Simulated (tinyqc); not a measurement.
Front-illuminated p-i-n photodiode, quantum efficiency and bandwidth: one step of the calculation.

Light enters through a p layer (0 to xp), a depleted layer (xp to xp + wi) and a thick n substrate, decaying as exp(-al x); one pass, no back reflection. Carriers made in the depleted layer are all collected; those in the neutral layers diffuse.

Problem. Quantum efficiency. k = al Ln, s = S Ln/Dn, e = exp(-al xp); front layer f1 = (k/(k^2 - 1)) {[s + k - e (s cosh(xp/Ln) + sinh(xp/Ln))]/[s sinh(xp/Ln) + cosh(xp/Ln)] - k e}; depleted layer f2 = e (1 - exp(-al wi)); substrate f3 = e exp(-al wi) al Lp/(1 + al Lp); external efficiency (1 - Rf)(f1 + f2 + f3); responsivity = efficiency q lam/(h c).

Inputs (values chosen for the exercise); values close to those of In0.53Ga0.47As at this wavelength:

| symbol | value | unit | meaning |
|---|---|---|---|
| lam | 1310 | nm | wavelength |
| al | 11000 | 1/cm | absorption coefficient |
| Rf | 0.02 |  | reflectance of the front face |
| xp | 0.1 | um | thickness of the front p layer |
| wi | 1.8 | um | thickness of the depleted layer |
| Dn | 91 | cm^2/s | electron diffusion coefficient in the p layer |
| Ln | 0.6 | um | electron diffusion length in the p layer |
| S | 3000 | cm/s | recombination velocity of the front surface |
| Lp | 2 | um | hole diffusion length in the thick n substrate |

Constants: q = 1.602176634e-19 C, h = 6.62607015e-34 J s, c = 299792458 m/s. Results are converted to the units shown.

Give: s; f1; f2; f3; external efficiency; responsivity.

Solution.

s = 0.0019780
f1 = 0.10318
f2 = 0.77215
f3 = 0.085035
external efficiency = 0.94116
responsivity = 0.99441 A/W

The front layer absorbs 10.4 % of the light that enters and collects 99.1 % of that. Diffusion from the neutral layers makes up 19.6 % of the current.

tinyqc, about 0.01 s, one thread, Intel Xeon 2.30GHz (shared host): `OMP_NUM_THREADS=1 python tinyqc.py 2250113 2250114 out.jsonl`
